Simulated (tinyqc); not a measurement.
Finite-size error of a charged defect in a periodic cell: Madelung and Makov-Payne terms: one step, computed by the program tinyqc.

L is the cube root of the cell volume. The defect charge is a Gaussian, rho(r) = q (2 pi sigma^2)^(-3/2) exp(-r^2/2 sigma^2), repeated periodically in a uniform neutralising background and screened by a continuum. The model cell energy is E(L) = E_0 + [periodic - isolated electrostatic energy].

Task: Madelung energy. Ewald sum for a unit point charge: scale each Cartesian component of the cell by 1/sqrt(eps_i), giving R', G' and V'; E = [ (1/2) sum erfc(eta R')/R' + (2 pi/V') sum exp(-G'^2/4 eta^2)/G'^2 - eta/sqrt(pi) - pi/(2 V' eta^2) ] e^2/(4 pi eps_0) / sqrt(eps_x eps_y eps_z), over n_i = -6..6, omitting n = (0,0,0), eta = 2/V'^(1/3). alpha = -2 E eps_g L/(e^2/(4 pi eps_0)), eps_g = (eps_x eps_y eps_z)^(1/3).

Inputs (values chosen for the exercise, with screening close to that of ZnO): charge q = 2 e; cell length L = 19.4 angstrom; dielectric constant eps = 8.09.

Supercell lattice: bcc. Screening: isotropic.

cell vectors (rows) (angstrom):
```
           1          2          3
1  -12.22123   12.22123   12.22123
2   12.22123  -12.22123   12.22123
3   12.22123   12.22123  -12.22123
```

Constants: e^2/(4 pi eps_0) = 14.39964548 eV angstrom.

Give: terms for a unit charge; Madelung constant alpha; point-charge correction -q^2 E.

Result:

terms for a unit charge (eV): real space 0.0008, reciprocal 0.0063, self -0.1035, background -0.0360

Madelung constant alpha = 2.888

point-charge correction -q^2 E = 0.5300 eV
